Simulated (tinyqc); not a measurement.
From one set of inputs to another, one input at a time: grain growth, pinning, strength and diffusional creep of a polycrystal or thin film. Computed by tinyqc, a small Python program. Command: `OMP_NUM_THREADS=1 python tinyqc.py 3021770 3021771 out.jsonl grain ladder`. One thread of a shared host (Intel(R) Xeon(R) Processor @ 2.30GHz), about 0.01 s of CPU time with the checks.

One mean grain size d describes the structure.

The inputs printed are set A. Set A is modelled on aluminium; the values taken over come from a set modelled on copper. Inputs not listed in the table keep their values of set A, so the rows need not describe a real material.

Inputs (values chosen for the exercise, modelled on aluminium):
```
quantity                                    value        unit
atomic volume Omega                         16.59  angstrom^3
boundary energy gamma                        0.35       J/m^2
mobility prefactor M0                     3.4e-07   m^4/(J s)
activation energy of boundary motion Q_m     1.06          eV
anneal temperature T                          503           K
anneal time t                                 990           s
initial grain size d0                          31          nm
particle volume fraction f                  0.003           -
particle radius r                              14          nm
lattice diffusion energy Q_l                 1.41          eV
boundary diffusion energy Q_b               0.834          eV
lattice prefactor D0                      0.00014       m^2/s
boundary prefactor delta D0b              1.9e-14       m^3/s
applied stress sigma                           43         MPa
service temperature T_c                       325           K
```

Sample: bulk.

Constants: k_B = 8.617333262e-05 eV/K; k_B = 1.380649e-23 J/K.

Method:
- M = M0 exp(-Q_m/(k_B T)). The driving pressure is 2 gamma/d. Zener pinning pressure 3 f gamma/(2 r) stops growth at d_Z = 4 r/(3 f). The limit is d_lim = d_Z.
- dd/dt = 2 M gamma (1/d - 1/d_lim) integrates to 2 M gamma t = d_lim (d0 - d) + d_lim^2 ln[(d_lim - d0)/(d_lim - d)]; without pinning d^2 = d0^2 + 4 M gamma t.
- Nabarro-Herring rate = 14 sigma Omega D_l/(k_B T d^2), D_l = D0 exp(-Q_l/(k_B T)); Coble rate = 14 pi sigma Omega delta D_b/(k_B T d^3), delta D_b = delta D0b exp(-Q_b/(k_B T)); they are equal at d_x = pi delta D_b/D_l.

Each row keeps all changes above it:
```
input moved                            from       to  grain size d (nm)  Coble rate (1/s)  time to 1 % strain (s)
set A                                     -        -                110         1.164e-05               8.592e+02
boundary energy gamma (J/m^2)          0.35     0.64                146         5.000e-06               2.000e+03
applied stress sigma (MPa)               43       41                146         4.767e-06               2.098e+03
anneal time t (s)                       990     7200                381         2.681e-07               3.730e+04
boundary diffusion energy Q_b (eV)    0.834    0.922                381         1.158e-08               8.636e+05
particle volume fraction f            0.003  0.00016                388         1.091e-08               9.165e+05
mobility prefactor M0 (m^4/(J s))   3.4e-07  1.5e-05               2555         3.830e-11               2.611e+08
particle radius r (nm)                   14      4.5               2515         4.014e-11               2.491e+08
```

Which inputs carry the difference?

Grain size d goes from 110 to 2520, a factor 22.9 in all. The largest single move comes from mobility prefactor M0 (a factor 6.58). Coble rate goes from 1.16e-5 to 4.01e-11, a factor 3.45e-6 in all. The largest single move comes from mobility prefactor M0 (a factor 0.00351). Time to 1 % strain goes from 859 to 2.49e8, a factor 290000 in all. The largest single move comes from mobility prefactor M0 (a factor 285). The single moves hold for this order of the switches; the total does not depend on the order.

Caution (all rows): sigma Omega is not small against k_B T, as the linear creep laws assume.

Extremes, crossings and ranges named in words are read from the listed rows.
